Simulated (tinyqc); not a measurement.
# Elastic strain and critical thickness of a cubic alloy layer A(1-x)B(x) on a thick substrate, step by step

A worked calculation. Computed by tinyqc, a small Python program that keeps every step. Command: `OMP_NUM_THREADS=1 python tinyqc.py 3013983 3013984 out.jsonl misfit walk`. One thread of a shared host (Intel(R) Xeon(R) Processor @ 2.30GHz), about 0.01 s of CPU time with the checks. Intermediate numbers are printed to about 6 digits and carried at full precision; extremes and crossings named in words are read from the listed rows.

Strain is positive in tension. The layer is coherent with the substrate unless said otherwise.

Inputs (values chosen for the exercise, for a model alloy):
```
quantity                                 value        unit
fraction x of B                          0.054           -
lattice constant a_A                     5.653    angstrom
lattice constant a_B                     5.451    angstrom
substrate lattice constant a_S           5.655    angstrom
layer thickness h                          340          nm
biaxial modulus of the substrate M_S       134         GPa
substrate thickness t_S                    350  micrometre
wafer diameter W                           150          mm
X-ray wavelength                      1.540593    angstrom
start of the iteration h0/b                 20           -
```

Growth plane: (001). Layer: uncapped. Misfit dislocation: 60-degree.

C11, C12, C44 of A (GPa): 123.7  53.4  53.67

C11, C12, C44 of B (GPa): 144.4  56.64  78.02

## Alloy by Vegard's rule, and misfit

a = (1 - x) a_A + x a_B, the same rule for each C_ij; misfit f = (a_S - a)/a, the in-plane strain of the coherent layer.

free lattice constant a = 5.642092 angstrom

elastic constants (GPa): C11 124.818, C12 53.575, C44 54.985

misfit f = 0.00228780

The layer is stretched in the plane by 0.23 %.

## Biaxial strain, stress and energy

(001): D = 2 C12/C11, M = C11 + C12 - 2 C12^2/C11. The free surface carries no normal stress, so e_perp = -D f; dV/V = 2 f + e_perp; stress = M f; energy per area = M f^2 h (1 GPa nm = 1 J/m^2).

ratio D = 0.858451

normal strain e_perp = -0.00196397

volume strain dV/V = 0.00261164

biaxial modulus M = 132.401 GPa

in-plane stress = 0.302908 GPa

strain energy per area = 0.235618 J/m^2

## Symmetric X-ray reflection

Reflection 004: d = a_perp/sqrt(16), with a_perp = a (1 + e_perp) for the coherent layer, a for the relaxed layer and a_S for the substrate; sin(theta) = lambda/(2 d).

Bragg angles:
```
crystal         a_perp (angstrom)  theta (degrees)  from substrate (arcsec)
substrate                 5.65500          33.0151                    0.000
coherent layer            5.63101          33.1739                  571.490
relaxed layer             5.64209          33.1003                  306.777
```

peak separation of the coherent layer = 571.490 arcsec

The coherent layer lies 1.86 times as far from the substrate peak as a relaxed one, about 1 + D = 1.86: reading its peak as relaxed would overstate the mismatch by that factor.

## Isotropic constants and the prefactor A

Voigt averages: G = (C11 - C12 + 3 C44)/5, B = (C11 + 2 C12)/3, nu = (3 B - 2 G)/(2 (3 B + G)); b = a/sqrt(2). The 60-degree dislocation has cos alpha = 1/2, and cos lambda = 1/2 on (001). Matthews-Blakeslee: h_c = A [ln(h_c/b) + 1], A = b (1 - nu cos^2 alpha)/(8 pi |f| (1 + nu) cos lambda), the factor 8 pi being that of an uncapped layer.

shear modulus G = 47.2395 GPa

Poisson ratio nu = 0.246213

Burgers vector b = 0.398956 nm

prefactor A = 10.4499 nm

## Critical thickness by fixed-point iteration

Start at h0, put the right side back in, and stop when the change is below 1e-9 h or h turns negative.

Iteration:
```
step  h in (nm)  h out (nm)  change (nm)
1        7.9791     41.7552  3.37761e+01
2       41.7552     59.0498  1.72946e+01
3       59.0498     62.6713  3.62151e+00
4       62.6713     63.2933  6.22007e-01
5       63.2933     63.3965  1.03204e-01
6       63.3965     63.4135  1.70254e-02
7       63.4135     63.4163  2.80600e-03
8       63.4163     63.4168  4.62391e-04
9       63.4168     63.4169  7.61941e-05
10      63.4169     63.4169  1.25554e-05
11      63.4169     63.4169  2.06890e-06
12      63.4169     63.4169  3.40917e-07
13      63.4169     63.4169  5.61769e-08
```

critical thickness h_c (Matthews-Blakeslee) = 63.4169 nm

Converged; near the root each step shrinks the error by A/h_c = 0.165. h_c is 159.0 Burgers vectors.

## Equilibrium strain at the thickness h

For h > h_c the same force balance gives the strain left, |e| = |f| A [ln(h/b) + 1]/h, and below h_c e = f; relaxation = 1 - e/f; dislocations per length across each line direction = (|f| - |e|)/(b cos lambda).

strain left e = 5.44797e-04

relaxation = 76.1869 %

dislocation line density = 8.73783 1/micrometre

h is 5.36 h_c: in equilibrium dislocations lie 114 nm apart; slow nucleation and glide can keep a real layer more strained.

## Wafer curvature of the coherent layer

Stoney: curvature = 6 |stress| h/(M_S t_S^2); radius = 1/curvature; bow = curvature W^2/8.

curvature = 0.0376444 1/m

radius of curvature = 26.5644 m

bow = 105.875 micrometre

Caution: the curvature assumes a coherent layer, but h exceeds h_c. Caution: a bow above a fifth of the wafer thickness is beyond Stoney's small-deflection limit.

## Force balance against energy balance

People-Bean: h_c = P ln(h_c/b), P = (1 - nu)/(1 + nu) b^2/(16 pi sqrt(2) a f^2). The misfit is scaled by 0.25, 0.4, 0.6, 1, 1.5, 2.2 at fixed a, b and nu; the upper root is taken, and rows with A < 1.3 b or P < 3 b, where the roots shrink to the core size or vanish, are left out.

Critical thickness:
```
|f| (%)   Matthews-Blakeslee (nm)  People-Bean (nm)    ratio
0.057195                  321.523           90488.6  281.438
0.091512                  186.759           32403.5  173.504
0.137268                  116.249           13263.6  114.096
0.228780                   63.417            4253.3   67.069
0.343171                   38.867            1703.9   43.839
0.503317                   24.262             709.0   29.224
```

The exponents d ln h_c/d ln f are -1.16 and -2.18 between the first rows, steeper than the -1 and -2 of the prefactors because of the logarithm. The ratio falls from 281 to 29.2 as the misfit grows. Where People-Bean lies above, a layer between the lines is metastable: dislocations would lower the energy but have to be nucleated.

Checks made by the program: D and M against the full stiffness tensor (relative difference below 1e-10); h_c against the Lambert function, -A W_(-1)(-b/(A e)) (relative difference 2e-10).
